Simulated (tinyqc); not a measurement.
Finite-difference solution of the diffusion equation on a small grid: one step, computed by the program tinyqc. Command: `OMP_NUM_THREADS=1 python tinyqc.py 3002791 3002792 out.jsonl fdiff walk`. One thread of a shared host (Intel(R) Xeon(R) Processor @ 2.30GHz), about 0.01 s of CPU time with the checks.

dC/dt = D d2C/dx2 on nodes x_j = j dx, j = 0..11; the far end is sealed.

Question. Amplification factors. The mode of M with eigenvalue mu has its amplitude multiplied per step by g = (1 + (1 - theta) r mu)/(1 - theta r mu), with theta = 0 explicit, 1 implicit, 1/2 Crank-Nicolson; the explicit scheme is stable for r up to 2/|mu_min|.

Boundary at x = 0: sealed surface. Scheme: explicit.

operator M:
```
,0,1,2,3,4,5,6,7,8,9,10,11
0,-2,2,0,0,0,0,0,0,0,0,0,0
1,1,-2,1,0,0,0,0,0,0,0,0,0
2,0,1,-2,1,0,0,0,0,0,0,0,0
3,0,0,1,-2,1,0,0,0,0,0,0,0
4,0,0,0,1,-2,1,0,0,0,0,0,0
5,0,0,0,0,1,-2,1,0,0,0,0,0
6,0,0,0,0,0,1,-2,1,0,0,0,0
7,0,0,0,0,0,0,1,-2,1,0,0,0
8,0,0,0,0,0,0,0,1,-2,1,0,0
9,0,0,0,0,0,0,0,0,1,-2,1,0
10,0,0,0,0,0,0,0,0,0,1,-2,1
11,0,0,0,0,0,0,0,0,0,0,2,-2
```

mesh ratio r = 0.2816

Give: eigenvalues mu of M; factors g; largest stable r of the explicit scheme.

Answer.

eigenvalues mu of M: [-4.0000, -3.9190, -3.6825, -3.3097, -2.8308, -2.2846, -1.7154, -1.1692, -0.6903, -0.3175, -0.0810, 0.0000]

factors g: [-0.1264, -0.1036, -0.0370, 0.0680, 0.2028, 0.3566, 0.5170, 0.6708, 0.8056, 0.9106, 0.9772, 1.0000]

largest stable r of the explicit scheme = 0.5

The smallest factor is -0.126: the shortest waves flip sign at each step while they decay.
